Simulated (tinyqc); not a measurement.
Which single mass stands for the valley: donor in an ellipsoidal valley (Kohn-Luttinger variational method). Computed by tinyqc, a small Python program. Command: `OMP_NUM_THREADS=1 python tinyqc.py 3019482 3019483 out.jsonl kohnlutt walk`. One thread of a shared host (Intel(R) Xeon(R) Processor @ 2.30GHz), about 0.03 s of CPU time with the checks.

H = -(d^2/dx^2 + d^2/dy^2) - gamma d^2/dz^2 - 2/r in units built on m_t, with gamma = m_t/m_l and z along the valley axis. One valley; no valley-orbit or central-cell term.

Inputs (values chosen for the exercise, modelled on GaP): transverse mass m_t = 0.246 m_0; longitudinal mass m_l = 1.21 m_0; dielectric constant eps = 11.

Constants: Ry = 13.605693123 eV; a_0 = 0.529177210903 angstrom.

Method:
- Ry* = Ry m_t/eps^2, a* = a_0 eps/m_t, gamma = m_t/m_l.
- Trial function exp(-sqrt((x^2 + y^2)/a^2 + z^2/b^2)) with beta = b/a < 1: E = t/a^2 - u/a, t = (2 + gamma/beta^2)/3, u = 2 arcsin(sqrt(1 - beta^2))/sqrt(1 - beta^2); the best a is 2 t/u and E(beta) = -u^2/(4 t).
- Golden-section search on beta from 0.05 to 0.999, 60 steps.
- Gaussian basis: g = P exp(-al (x^2 + y^2) - be z^2) with P = 1 (s-like), z (2p0) or x (2p+-); al = 0.004 x 2.6^k, k = 0..11, and be/al = 1, gamma^(-1/2) or 1/gamma (36 functions); 1/r = (2/sqrt(pi)) int exp(-t^2 r^2) dt by 48 Gauss-Legendre points after t = sqrt(al_i + al_j) tan(theta); overlap eigenvalues below 1e-10 are dropped.
- A hydrogenic level is Ry m/eps^2 for one mass m; errors are against the Gaussian basis.

gamma = 0.203306

1s binding energy, Gaussian basis = 43.5901 meV

1s binding energy, trial function = 43.5297 meV

1s binding energy:
```
rule,mass (m_0),binding (meV),error (%)
transverse mass,0.2460,27.66,-36.54
conductivity mass 3/(2/m_t + 1/m_l),0.3350,37.66,-13.60
density-of-states mass (m_t^2 m_l)^(1/3),0.4184,47.04,7.92
longitudinal mass,1.2100,136.06,212.13
trial function with a and b,-,43.53,-0.14
mass that fits 1s,0.3877,43.59,0.00
```

The conductivity mass, which is what a spherical trial function (a = b) gives, falls short by 13.6 %, as a restricted variational bound must; the density-of-states mass is off by +7.9 %. The mass that fits lies between the two.

Extremes, crossings and ranges named in words are read from the listed rows.
